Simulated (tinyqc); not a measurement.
# Changing the wafer radius R

Model: electroplating on a thin resistive seed layer: kinetics, Wagner number and the terminal effect across a wafer. Computed by tinyqc, a small Python program. Command: `OMP_NUM_THREADS=1 python tinyqc.py 3121321 3121322 out.jsonl terminal sweep`. One thread of a shared host (Intel(R) Xeon(R) Processor @ 2.30GHz), about 0.04 s of CPU time with the checks.

Current enters the seed at the rim. The bath is treated as a local resistance per area (no lateral flow in the liquid), two electrons per ion, molar volume 7.11 cm^3/mol, Faraday constant F = e N_A, kinematic viscosity 0.01 cm^2/s, omega = 2 pi x rpm/60; k_B T/e is in volts.

Inputs (values chosen for the exercise, of the order of those for copper plating from an acid sulfate bath):

| quantity | value | unit |
|---|---|---|
| seed thickness t | 25 | nm |
| seed resistivity | 25 | microohm cm |
| bath conductivity kappa | 0.32 | S/cm |
| gap to the anode h | 6 | cm |
| extra resistance of a porous plate | 260 | ohm cm^2 |
| exchange current density i_0 | 0.068 | mA/cm^2 |
| cathodic transfer coefficient alpha | 0.78 | - |
| mean current density | 17 | mA/cm^2 |
| diffusivity of the metal ion | 5e-06 | cm^2/s |
| metal ion concentration | 0.79 | mol/L |
| rotation rate | 30 | rpm |
| temperature T | 298 | K |

Constants: e = 1.602176634e-19 C; N_A = 6.02214076e+23 1/mol; k_B = 8.617333262e-05 eV/K.

Method:
- Growth rate = i V_m/(2 F). Levich limit i_L = 0.62 x 2 F D^(2/3) omega^(1/2) nu^(-1/6) c. Tafel overpotential eta = (k_B T/(alpha e)) ln(i/i_0); kinetic resistance k_B T/(alpha e i); bath resistance h/kappa + plate; R_s = resistivity/t; Wagner number = kinetic resistance x kappa/R.
- Linearised: with R_t = kinetic + bath resistance the current density obeys (1/r)(r i')' = i R_s/R_t, so i = A I_0(r/l), l = sqrt(R_t/R_s); with x = R/l, edge/centre = I_0(x) and edge/mean = x I_0(x)/(2 I_1(x)).
- Voltage drop in the seed for a uniform current: i R_s R^2/4.
- Full model: seed potential phi(r) with (1/r)(r phi')' = R_s i, where i solves phi = R_b i + (k_B T/(alpha e)) ln(i/i_0) (phi being the driving voltage left at r); phi'(0) = 0 and phi'(R) = R_s i_mean R/2. Solved by collocation to a tolerance of 1e-7.

One run for each value:

| wafer radius R (cm) | edge over centre, full model | edge over centre, linear | drop for uniform current (mV) |
|---|---|---|---|
| 2.5 | 1.056 | 1.056 | 266 |
| 5.0 | 1.235 | 1.235 | 1062 |
| 7.5 | 1.567 | 1.567 | 2391 |
| 10.0 | 2.109 | 2.110 | 4250 |
| 15.0 | 4.253 | 4.262 | 9562 |
| 22.5 | 13.821 | 14.003 | 21516 |

Describe the trends.

Over the rows, edge over centre, full model rises from 1.06 to 13.8 (exponent d ln y / d ln x 0.23 between the first rows and 2.9 between the last); edge over centre, linear rises from 1.06 to 14.0 (exponent d ln y / d ln x 0.23 between the first rows and 2.9 between the last); drop for uniform current (mV) rises from 266 to 21500 (exponent d ln y / d ln x about 2.0 throughout).
